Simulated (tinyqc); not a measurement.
Thermophotovoltaic cell, detailed-balance limit: effect of the cell temperature.

Every photon above the gap Eg makes one pair and none below is absorbed; carriers thermalise at T and move without loss. Jsc = q F Phi(Eg, Ts); the dark current is J0 = q ge Phi(Eg, T)/ERE with the Boltzmann factor exp(V/Vt). Photons below the gap return to the emitter with reflectance Rf, and the efficiency is the electrical power over the radiant power not returned (luminescence back to the emitter is not credited).

Photon flux above E from a black body at temperature T into a hemisphere: Phi(E, T) = A sum_k exp(-k E/th)[E^2 th/k + 2 E th^2/k^2 + 2 th^3/k^3], k = 1, 2, ..., with th = kB T/q in eV and A = 2 pi q^3/(h^3 c^2). J(V) = Jsc - J0 (exp(V/Vt) - 1); Voc = Vt ln(1 + Jsc/J0); at maximum power v = Vmp/Vt solves (1 + v) exp(v) = 1 + Jsc/J0. Pin = F sigma Ts^4, sigma = 2 pi^5 kB^4/(15 h^3 c^2). Power above the gap: Pg = F A q sum_k exp(-k Eg/th)[Eg^3 a + 3 Eg^2 a^2 + 6 Eg a^3 + 6 a^4], a = th/k at Ts; power not returned Pab = Pin - Rf (Pin - Pg). FF = Vmp Jmp/(Voc Jsc).

Parameters, values chosen for the exercise:
- Ts = 1400 K (emitter temperature)
- F = 0.59 (share of the hemisphere filled by the emitter)
- Rf = 0.8 (reflectance for photons below the gap)
- ERE = 1 (external radiative efficiency)
- ge = 1 (number of faces that emit)
- Eg = 1.3 eV (band gap)

Constants: q = 1.602176634e-19 C, kB = 1.380649e-23 J/K, h = 6.62607015e-34 J s, c = 299792458 m/s, Vt = kB T/q. Results are converted to the units shown.

The same in every row: Jsc (mA/cm^2) = 47.89.

Effect of the cell temperature:
```
T (K),Voc (V),Eg/q - Voc (V),FF,efficiency (%)
200,1.141,0.1585,0.9226,1.921
240,1.106,0.1941,0.9083,1.832
280,1.070,0.2303,0.8939,1.744
320,1.033,0.2671,0.8792,1.656
360,0.9957,0.3043,0.8642,1.570
400,0.9581,0.3419,0.8488,1.483
440,0.9201,0.3799,0.8330,1.398
480,0.8817,0.4183,0.8165,1.313
```

What does the table show?

As T goes from 200 to 480 K, Jsc stays at 47.9 mA/cm^2, Voc falls from 1.14 to 0.882 V and the efficiency falls from 1.92 to 1.31 %. Voc changes by -0.928 mV/K on average with Eg fixed, and the efficiency by -0.14 % of itself per kelvin.

Program tinyqc, `OMP_NUM_THREADS=1 python tinyqc.py 2820110 2820111 out.jsonl`; Intel Xeon 2.30GHz, shared host, one thread, about 0.01 s.
